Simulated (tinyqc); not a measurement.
# Switching kinetics of a ferroelectric film and the memory window of a ferroelectric gate stack, step by step

A worked calculation. Computed by tinyqc, a small Python program that keeps every step. Command: `OMP_NUM_THREADS=1 python tinyqc.py 3030164 3030165 out.jsonl feswitch walk`. One thread of a shared host (Intel(R) Xeon(R) Processor @ 2.30GHz), about 0.02 s of CPU time with the checks. Intermediate numbers are printed to about 5 digits and carried at full precision; extremes and crossings named in words are read from the listed rows.

Fields in MV/cm; 1 microcoulomb/cm^2 over eps_0 is 11.29409 MV/cm. In the stack (metal, ferroelectric, interlayer, channel) the channel is taken as a conductor.

Inputs (values chosen for the exercise, for a model hafnia-based film): saturation polarisation P_s = 16 microcoulomb/cm^2; ratio P_r/P_s = 0.91; coercive field E_c = 0.95 MV/cm; permittivity of the ferroelectric eps_F = 40; thickness t_F = 15 nm; permittivity of the interlayer eps_I = 3.9; interlayer thickness t_I = 0.99 nm; share s of P screened by trapped charge = 0.7; pulse height V = 6 V; time constant t_inf = 9.7e-09 s; activation field E_a = 5.5 MV/cm; Merz exponent alpha = 1; dimension n = 2; half width w of log10 t = 0.94; pulse length t_p = 1.7e-07 s; breakdown field of the interlayer = 12 MV/cm.

Kinetics: nucleation-limited (NLS).

## The hysteresis loop

Saturated branches: P(E) = P_s tanh[(E -/+ E_c)/(2 delta)], delta = E_c/ln[(1 + P_r/P_s)/(1 - P_r/P_s)]; D = P + eps_0 eps_F E.

delta = 0.31096 MV/cm

P on both branches (microcoulomb/cm^2) at E/E_c = -3, -2, -1, -0.5, 0, 0.5, 1, 1.5, 2, 3:
```
E (MV/cm)  rising branch  falling branch
-2.850           -16.000         -15.929
-1.900           -15.997         -14.560
-0.950           -15.929           0.000
-0.475           -15.676          10.293
0.000            -14.560          14.560
0.475            -10.293          15.676
0.950              0.000          15.929
1.425             10.293          15.985
1.900             14.560          15.997
2.850             15.929          16.000
```

peak differential permittivity eps_F + P_s/(2 delta eps_0) = 330.56

## Memory window

At threshold the channel charge is negligible, so D = 0 on each branch: (1 - s) P(E) + eps_0 eps_F E = 0, with the screened share s. The rising branch has the root E0 between 0 and E_c; window = 2 E0 t_F; its upper bound is 2 E_c t_F.

field E0 = 0.63434 MV/cm

memory window = 1.9030 V

bound 2 E_c t_F = 2.85 V

fixed-charge estimate 2 (1 - s) P_r t_F/(eps_0 eps_F) = 3.6999 V

Charge and coercive field both limit the window.

## Fields in the stack

Series stack: V = E_F t_F + E_I t_I and eps_I E_I = eps_F E_F + (1 - s) P/eps_0. Before switching P = -P_r, after it P = +P_s; in retention V = 0 and P = +P_r.

E_F before switching = 2.8832 MV/cm

E_F after switching = 1.8382 MV/cm

E_I after switching = 32.754 MV/cm

depolarising field in retention = 0.49785 MV/cm

depolarising field over E_c = 0.52405

The interlayer field exceeds its breakdown field. Caution: the interlayer field exceeds its breakdown field, so charge injection would change the fields.

## Switched share after the pulse

Merz's law: t1 = t_inf exp[(E_a/E)^alpha] at the mean of the fields before and after switching. NLS: switched share = integral of [1 - exp(-(t/tau)^n)] F(z) dz over z = log10 tau, with the Lorentzian F = (1/pi) w/[(z - log10 t1)^2 + w^2].

mean field = 2.3607 MV/cm

switching time t1 = 9.9678e-08 s

switched share = 0.60793

t_p is 1.7 t1. A field higher by 10 % would shorten t1 by a factor 1.2. The step approximation 1/2 + arctan[log10(t_p/t1)/w]/pi gives 0.577.

## KAI against NLS in time

KAI: 1 - exp[-(t/t1)^n]. NLS: the same kernel averaged over the Lorentzian F = (1/pi) w/[(z - log10 t1)^2 + w^2] in z = log10 tau.

Switched share:
```
log10(t/t1)     KAI      NLS
-3.0         0.0000  0.10151
-2.0         0.0001  0.15062
-1.0         0.0100  0.26892
-0.5         0.0952  0.38495
-0.2         0.3284  0.47458
0.0          0.6321  0.53766
0.2          0.9189  0.59867
0.5          1.0000  0.67879
1.0          1.0000  0.77336
2.0          1.0000  0.86589
3.0          1.0000  0.90640
```

KAI goes from 10 to 90 % within 0.67 decades of time; a Lorentzian of this width needs about 2 w tan(0.4 pi) = 5.8 decades. Three decades after t1, 9.4 % of the NLS film has not switched, and three decades before it 10.2 % already has: the tails set write margins and disturb errors.

## Interlayer thickness

Series stack: V = E_F t_F + E_I t_I and eps_I E_I = eps_F E_F + (1 - s) P/eps_0. E_I is for P = +P_s at the pulse height, the depolarising field for P = +P_r at V = 0; V needed puts E_F = 1.5 E_c after switching.

Stack against t_I:
```
t_I (nm)  E_F after (MV/cm)  E_I (MV/cm)  depolarising field / E_c  V needed (V)
0.3                  3.0885       45.577                   0.22097         2.993
0.5                  2.6356       40.932                   0.33076         3.563
0.8                  2.1064       35.505                   0.45904         4.419
1.2                  1.5863       30.171                   0.58512         5.559
1.6                  1.2021       26.230                   0.67826         6.700
2.0                  0.9067       23.200                   0.74988         7.841
3.0                  0.3998       18.001                   0.87276        10.692
```

Each nanometre of interlayer costs 2.85 V, against 0.14 V for a nanometre of ferroelectric. The depolarising field grows from 0.22 to 0.87 E_c. At E_F = 1.5 E_c the interlayer carries (1.5 eps_F E_c + (1 - s) P_s/eps_0)/eps_I = 28.5 MV/cm whatever its thickness, above its breakdown field of 12 MV/cm, so the voltages in the last column could not be applied without breakdown. Caution: rows with E_I above the breakdown field of the interlayer cannot be reached without charge injection. Caution: where E_F after switching is below E_c the switching stalls before P_s, and where the depolarising field exceeds E_c the state switches back, so those rows describe states that are not held.

Checks made by the program: the remanence (relative difference below 1e-10).
